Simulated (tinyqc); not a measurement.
Inside a calculation. Method: exchange-only LDA atom on a uniform radial grid, spin-unpolarised, for Li. Computed by tinyqc, a small Python program that keeps every step. Settings: Z = 3, points = 192, R = 13.0, functional = Slater exchange alone, mixing = 1.0, iteration cap = 52. Command: `OMP_NUM_THREADS=1 python tinyqc.py 20526 20527 out.jsonl` (the two numbers bound the seeds that draw the settings). One thread of a shared host (Intel(R) Xeon(R) Processor @ 2.60GHz), about 0.2 s of CPU time with the checks.

Spherical atom on a uniform radial grid r_j = j h with h = R/(N + 1), h sum u^2 = 1 and integrals as h times sums, u(0) = u(R) = 0 (atomic units):
```
parameter            value
Z                        3
points N               192
R                13.000000
h                 0.067358
mixing            1.000000
electrons in 1s          2
electrons in 2s          1
```

Three-point differences turn -u''/2 + [l(l+1)/2r^2 - Z/r + V] u = e u into a tridiagonal matrix (diagonal 1/h^2 + potential, off-diagonal -1/2h^2). D = sum f u^2; the Hartree potential y/r solves y'' = -D/r with y(0) = 0, y(R) = N_e; v_xc comes from rho = D/(4 pi r^2); E = sum f e - int D V + int D (V_H/2 + eps_xc); V(new) = V + mixing (V_H + v_xc - V).

Stop when input and output potentials agree to 1e-7.

Course of the cycle (hartree):
```
iteration            E      e(1s)      e(2s)  largest |V(out) - V(in)|
1          -6.65063979  -4.454977  -1.122143                  4.37e+00
2          -7.05359182  -1.295249  -0.000600                  1.21e+00
3          -7.08886497  -1.950638  -0.102378                  3.80e-01
4          -7.09182549  -1.744020  -0.071530                  1.10e-01
5          -7.09206868  -1.801745  -0.079260                  3.18e-02
6          -7.09208881  -1.785373  -0.077181                  9.14e-03
7          -7.09209048  -1.790042  -0.077757                  2.63e-03
8          -7.09209062  -1.788702  -0.077593                  7.57e-04
9          -7.09209063  -1.789087  -0.077640                  2.18e-04
10         -7.09209063  -1.788976  -0.077627                  6.28e-05
11         -7.09209063  -1.789008  -0.077630                  1.81e-05
12         -7.09209063  -1.788999  -0.077629                  5.20e-06
13         -7.09209063  -1.789002  -0.077630                  1.50e-06
14         -7.09209063  -1.789001  -0.077630                  4.31e-07
15         -7.09209063  -1.789001  -0.077630                  1.24e-07
16         -7.09209063  -1.789001  -0.077630                  3.57e-08
```

Can the last value be used, and what does the course show?

As the converged value on this grid, yes; not as the energy of the atom. Converged in 16 iterations. A uniform grid resolves the cusp poorly: for a bare nucleus this grid gives 1s at -4.45498 against -Z^2/2 = -4.5 hartree. Before convergence this energy mixes input and output and is not variational, so it may rise towards its limit.
